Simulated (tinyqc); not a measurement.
Inside a calculation. Model: p-n diode, drift-diffusion by the Gummel loop with Scharfetter-Gummel fluxes.

Program tinyqc, `OMP_NUM_THREADS=1 python tinyqc.py 2240078 2240079 out.jsonl`; Intel Xeon 2.30GHz, shared host, one thread, about 0.1 s. Printed values are rounded.

Abrupt junction at x = 0, p side from -Lp, n side to Ln, ohmic contacts. psi is counted from the intrinsic level; n = ni exp((psi - phin)/Vt), p = ni exp((phip - psi)/Vt). Contacts: p side psi = V - Vt ln(Na/ni), p = Na, n = ni^2/Na; n side psi = Vt ln(Nd/ni), n = Nd, p = ni^2/Nd. Constant mobilities, D = mu Vt, Boltzmann statistics, SRH recombination through a mid-gap level, U = (n p - ni^2)/(tp (n + ni) + tn (p + ni)). Current is positive from the p contact to the n contact.

Values chosen for this exercise; band and dielectric values close to those of cadmium telluride:

| symbol | value | unit | meaning |
|---|---|---|---|
| T | 350 | K | temperature |
| Eg | 1.49 | eV | band gap |
| eps_r | 10 |  | relative permittivity |
| Nc | 1.01e18 | cm^-3 | conduction-band density of states at T |
| Nv | 2.24e19 | cm^-3 | valence-band density of states at T |
| Na | 7.8e16 | cm^-3 | acceptor density of the p side |
| Nd | 3e16 | cm^-3 | donor density of the n side |
| mun | 650 | cm^2/(V s) | electron mobility |
| mup | 49 | cm^2/(V s) | hole mobility |
| tn | 4e-7 | s | SRH lifetime of electrons |
| tp | 4e-8 | s | SRH lifetime of holes |
| G | 0 | cm^-3 s^-1 | uniform generation rate |
| V | 0.62 | V | bias of the p contact |

Constants: q = 1.602176634e-19 C, kB = 1.380649e-23 J/K, Vt = kB T/q, eps0 = 8.8541878128e-14 F/cm where lengths are in cm. Results are converted to the units shown.

## Intrinsic density and built-in voltage

ni = sqrt(Nc Nv) exp(-Eg/(2 Vt)), Eg in volts; Vbi = Vt ln(Na Nd/ni^2).

ni = 8.90752e7 cm^-3
Vbi = 1.21323 V

## Round 1: Poisson equation

```
node  x (nm)  phin at the start (V)  phip at the start (V)
0       -770                   0.62                   0.62
1       -479                      0                   0.62
2       -286                      0                   0.62
3       -159                      0                   0.62
4      -74.4                      0                   0.62
5      -18.5                      0                   0.62
6       18.5                      0                   0.62
7       71.9                      0                   0.62
8        149                      0                   0.62
9        261                      0                   0.62
10       422                      0                   0.62
11       654                      0                   0.62
12       990                      0                      0
```

With phin and phip held, solve a_i (psi_(i+1) - psi_i) - a_(i-1) (psi_i - psi_(i-1)) + q w_i (p_i - n_i + C_i) = 0 for the inner nodes by Newton steps to convergence; a_i = eps0 eps_r/h_i, h_i = x_(i+1) - x_i, w_i = (h_(i-1) + h_i)/2, C = -Na or +Nd.

```
node    psi (V)  n after Poisson (cm^-3)  p after Poisson (cm^-3)
0     -0.001023                 0.101723                   7.8e16
1     -0.001023                8.61046e7               7.80000e16
2     -0.001022                8.61066e7               7.79981e16
3     -0.000954                8.63025e7               7.78211e16
4      0.001990                9.51500e7               7.05849e16
5      0.056626                5.82281e8               1.15342e16
6      0.299492               1.82919e12               3.67166e12
7      0.518972               2.64625e15                2.53799e9
8      0.586854               2.51236e16                2.67325e8
9      0.592020               2.98178e16                2.25240e8
10     0.592201               2.99969e16                2.23895e8
11     0.592204               3.00000e16                2.23872e8
12     0.592204                     3e16                 0.264480
```

## Round 1: electron continuity

With psi and p held, F_i = (mun Vt/h_i) [n_(i+1) B(d_i) - n_i B(-d_i)], d_i = (psi_(i+1) - psi_i)/Vt, B(d) = d/(exp(d) - 1); solve F_i - F_(i-1) = w_i [(n_i p_i - ni^2)/den_i - G] for the new n, with den = tp (n + ni) + tn (p + ni) taken at the old n and p, h_i = x_(i+1) - x_i, w_i = (h_(i-1) + h_i)/2; phin = psi - Vt ln(n/ni).

```
node  new n (cm^-3)  phin after round 1 (V)
0          0.101723                0.620000
1         3.50253e7                0.027129
2         5.82583e7                0.011784
3         7.36971e7                0.004762
4         9.19512e7                0.001031
5         5.81728e8                0.000029
6        1.82918e12                0.000000
7        2.64625e15                0.000000
8        2.51236e16                0.000000
9        2.98178e16                0.000000
10       2.99969e16                0.000000
11       3.00000e16                0.000000
12             3e16                0.000000
```

## Round 1: hole continuity

With psi and the new n held, F_i = (mup Vt/h_i) [p_(i+1) B(-d_i) - p_i B(d_i)], d_i = (psi_(i+1) - psi_i)/Vt, B(d) = d/(exp(d) - 1); solve F_i - F_(i-1) = w_i [(n_i p_i - ni^2)/den_i - G] for the new p, with den = tp (n + ni) + tn (p + ni) taken at the new n and the old p, h_i = x_(i+1) - x_i, w_i = (h_(i-1) + h_i)/2; phip = psi + Vt ln(p/ni).

```
node  new p (cm^-3)  phip after round 1 (V)
0            7.8e16                0.620000
1        7.80000e16                0.620000
2        7.79981e16                0.620000
3        7.78211e16                0.620000
4        7.05849e16                0.620000
5        1.15342e16                0.620000
6        3.67166e12                0.620000
7         2.53577e9                0.619974
8         2.58701e8                0.619011
9         1.90220e8                0.614903
10        1.46509e8                0.607209
11        8.60928e7                0.591177
12         0.264480                0.000000
```

## Course of the Gummel loop

Stop when phin and phip change by less than 1e-8 V, or after 80 rounds. J = Jn at the p contact + Jp at the n contact + q sum w_i U_i - q G sum w_i over the inner nodes, which avoids differences of large majority fluxes: Jn = (q mun Vt/h_0)[n_1 B(d_0) - n_0 B(-d_0)], Jp = (q mup Vt/h_last)[p_(N-1) B(d_last) - p_N B(-d_last)], d_i = (psi_(i+1) - psi_i)/Vt, B(d) = d/(exp(d) - 1), w_i = (h_(i-1) + h_i)/2.

Course of the iteration:
```
round  J (A/cm^2)  largest change of phin, phip (V)
1      7.65183e-6                            0.0288
2      7.65183e-6                          1.33e-10
```

Converged in 2 rounds.

## Recombination and current

```
node  converged psi (V)  converged n (cm^-3)  converged p (cm^-3)
0             -0.001023             0.101723               7.8e16
1             -0.001023            3.50253e7           7.80000e16
2             -0.001022            5.82583e7           7.79981e16
3             -0.000954            7.36971e7           7.78211e16
4              0.001990            9.19512e7           7.05849e16
5              0.056626            5.81727e8           1.15342e16
6              0.299492           1.82918e12           3.67166e12
7              0.518972           2.64625e15            2.53577e9
8              0.586854           2.51236e16            2.58701e8
9              0.592020           2.98178e16            1.90220e8
10             0.592201           2.99969e16            1.46509e8
11             0.592204           3.00000e16            8.60928e7
12             0.592204                 3e16             0.264480
```

U_i as defined. J = Jn at the p contact + Jp at the n contact + q sum w_i U_i - q G sum w_i over the inner nodes, which avoids differences of large majority fluxes: Jn = (q mun Vt/h_0)[n_1 B(d_0) - n_0 B(-d_0)], Jp = (q mup Vt/h_last)[p_(N-1) B(d_last) - p_N B(-d_last)], d_i = (psi_(i+1) - psi_i)/Vt, B(d) = d/(exp(d) - 1), w_i = (h_(i-1) + h_i)/2.

U, node 0 to 12 (cm^-3 s^-1): 0  8.75632e13  1.45646e14  1.84243e14  2.29878e14  1.45432e15  4.35584e18  6.33937e16  6.46752e15  4.75551e15  3.66273e15  2.15232e15  0
Jn at the p contact = 3.78053e-6 A/cm^2
Jp at the n contact = 6.06701e-7 A/cm^2
recombination = 3.26459e-6 A/cm^2
generation = 0 A/cm^2
J = 7.65183e-6 A/cm^2

A 500-node mesh gives J = 7.643e-6 A/cm^2; this mesh differs from it by 9.0e-9 A/cm^2 (0.12 %).
